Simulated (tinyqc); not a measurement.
# Trap density from one capacitance

Problem. Traps spread evenly through the insulator exchange electrons with the semiconductor by tunnelling, with tau(x) = t0 exp(2 ka x) at depth x from the interface. The admittance per area Y seen at depth x obeys dY/dx = -Y^2/(i w eps0 eox) + q Nb ln(1 + i w tau)/tau, with Y(0) = i w Cs and w = 2 pi f; the gate sees Y(tox) = G + i w C. Working variable y = Y/(i w), in uF/cm^2. Cox = eps0 eox/tox. Find Nb and G/w.

Values chosen for this exercise:
- eox = 4.01 (relative permittivity of the insulator)
- tox = 5.6 nm (insulator thickness)
- Cs = 0.54 uF/cm^2 (semiconductor capacitance in accumulation)
- ka = 5.7 1/nm (decay constant of the wave function in the insulator)
- t0 = 5e-11 s (time constant of a trap at the interface)
- f = 10000 Hz (frequency)

Constants: q = 1.602176634e-19 C, eps0 = 8.8541878128e-14 F/cm where lengths are in cm. Results are converted to the units shown.

C = 0.43470305 uF/cm^2

Answer. C rises steadily with Nb, so one density matches; in practice ka and t0 must come from the frequency dependence.

Nb = 3.10e19 cm^-3 eV^-1
G/w = 0.0146 uF/cm^2

Computed by the program tinyqc: `OMP_NUM_THREADS=1 python tinyqc.py 2202108 2202109 out.jsonl`, one thread of a shared Intel Xeon 2.30GHz, about 0.4 s for the whole run.
